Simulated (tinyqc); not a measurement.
Franz-Keldysh effect at a direct gap: one step. Airy factors at E. Four cases, with inputs chosen for the exercise.

Question. Form b, Ai(b), Ai'(b) and the factor pi sqrt(th) [Ai'^2 - b Ai^2] for each band, beside sqrt(E - Eg) (zero below the gap).

Ai is the Airy function, th the electro-optic energy of each hole band from the table (its other columns are not needed here), b = (Eg - E)/th with th in eV; the factor takes the place of sqrt(E - Eg) in the joint density of states.

Give: Factors.

Case 1.

Values chosen (out of a larger set: near those of InP; not measured data): E = 1.292 eV (photon energy); Eg = 1.366 eV (direct gap).

Scales:
```
hole     mr (m0)  th (meV)  length (angstrom)
heavy  0.0689926  60.44962             30.225
light  0.0414115  71.66171             35.831
```

Answer.

Factors:
```
hole        b   Ai(b)   Ai'(b)  factor (eV^(1/2))  without field
heavy  1.2242  0.1030  -0.1297           0.002976         0.0000
light  1.0326  0.1302  -0.1547           0.005424         0.0000
```

Case 2.

Values chosen (out of a larger set: near those of InP; not measured data): E = 1.317 eV (photon energy); Eg = 1.349 eV (direct gap).

Scales:
```
hole     mr (m0)  th (meV)  length (angstrom)
heavy  0.0690593  64.39450             29.270
light  0.0415918  76.25240             34.660
```

Answer.

Factors:
```
hole        b   Ai(b)   Ai'(b)  factor (eV^(1/2))  without field
heavy  0.4969  0.2324  -0.2253            0.01906         0.0000
light  0.4197  0.2501  -0.2338            0.02464         0.0000
```

Case 3.

Values chosen (out of a larger set: near those of GaAs; not measured data): E = 1.422 eV (photon energy); Eg = 1.385 eV (direct gap).

Scales:
```
hole     mr (m0)  th (meV)  length (angstrom)
heavy  0.0609713  69.14344             30.062
light  0.0366563  81.92382             35.619
```

Answer.

Factors:
```
hole         b   Ai(b)   Ai'(b)  factor (eV^(1/2))  without field
heavy  -0.5351  0.4827  -0.1954             0.1345         0.1924
light  -0.4516  0.4656  -0.2149             0.1296         0.1924
```

Case 4.

Values chosen (out of a larger set: near those of GaAs; not measured data): E = 1.364 eV (photon energy); Eg = 1.393 eV (direct gap).

Scales:
```
hole     mr (m0)  th (meV)  length (angstrom)
heavy  0.0591150  63.64464             31.822
light  0.0371222  74.32186             37.161
```

Answer.

Factors:
```
hole        b   Ai(b)   Ai'(b)  factor (eV^(1/2))  without field
heavy  0.4557  0.2418  -0.2299            0.02079         0.0000
light  0.3902  0.2571  -0.2368            0.02595         0.0000
```

Computed by tinyqc, one run a case: `OMP_NUM_THREADS=1 python tinyqc.py N N+1 out.jsonl` with N = 1681354, 1681636, 1681714, 1682626; one thread of a shared Intel(R) Xeon(R) Processor @ 2.30GHz, about 0.01 s a run at most.
